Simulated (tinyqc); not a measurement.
# From Kleinman's parameter back to h

Model: Tersoff bond-order potential. Computed by tinyqc, a small Python program. Command: `OMP_NUM_THREADS=1 python tinyqc.py 3030958 3030959 out.jsonl tersoff inv`. One thread of a shared host (Intel(R) Xeon(R) Processor @ 2.30GHz), about 0.05 s of CPU time with the checks.

E = (1/2) sum_(i, j != i) [A exp(-lambda r_ij) - b_ij B exp(-mu r_ij)], b_ij = (1 + (beta zeta_ij)^n)^(-1/(2n)), zeta_ij = sum_(k != i, j) g(theta_ijk), g = 1 + c^2/d^2 - c^2/(d^2 + (h - cos theta)^2), with theta at atom i. Only nearest neighbours count (cut-off function 1 for them, 0 beyond).

Inputs (values chosen for the exercise, modelled on germanium): A = 1766.1 eV; B = 411.74 eV; lambda = 2.4451 1/angstrom; mu = 1.7047 1/angstrom; beta = 9.5e-07; n = 0.7475; c = 107800; d = 15.56.

Constants: 1 eV/angstrom^3 = 160.2176634 GPa.

Method:
- zeta = 3 g(cos theta = -1/3).
- With z equal bonds of order b, r = ln(lambda A/(mu b B))/(lambda - mu) and E per atom = -(z/2) b B exp(-mu r)(1 - mu/lambda).
- a0 = 4 r/sqrt3; B0 = phi''(r)/(3 a0) with phi'' = mu (lambda - mu) b B exp(-mu r), since b does not change under uniform scaling.
- Second derivatives of the energy per atom, volume V = a0^3/8: e_xx gives C11; e_xx = -e_yy gives 2 (C11 - C12); e_xy = e_yx = s/2 with a sublattice shift u_z gives C44 = (E_ss - E_su^2/E_uu)/V and Kleinman's parameter |E_su/E_uu|/(a0/4).

Task: A run gave the result below. Find the h, known to lie between -0.52 and -0.43.

Kleinman's parameter = 0.5126851

Result:

Each step takes the trial c = (a f_b - b f_a)/(f_b - f_a), f being the result less the target; c replaces end b, the old b replaces a if the sign of f changed, and otherwise f_a is halved.

Scan of the range:
```
h       Kleinman's parameter
-0.520              0.583320
-0.505              0.566078
-0.490              0.547572
-0.475              0.527527
-0.460              0.505573
-0.445              0.481187
-0.430              0.453614
```

False position (Illinois rule) inside the bracket:
```
step      end a      end b      trial  Kleinman's parameter
1     -0.475000  -0.460000  -0.464859              0.512922
2     -0.460000  -0.464859  -0.464703              0.512689
3     -0.460000  -0.464703  -0.464698              0.512682
4     -0.464703  -0.464698  -0.464700              0.512685
5     -0.464698  -0.464700  -0.464700              0.512685
6     -0.464698  -0.464700  -0.464700              0.512685
7     -0.464700  -0.464700  -0.464700              0.512685
8     -0.464700  -0.464700  -0.464700              0.512685
9     -0.464700  -0.464700  -0.464700              0.512685
10    -0.464700  -0.464700  -0.464700              0.512685
11    -0.464700  -0.464700  -0.464700              0.512685
12    -0.464700  -0.464700  -0.464700              0.512685
```

Kleinman's parameter falls at every point of a 13-point scan of the range (every second point is shown), so one value fits; it is bracketed by -0.475 and -0.460. Answer: h = -0.4647.
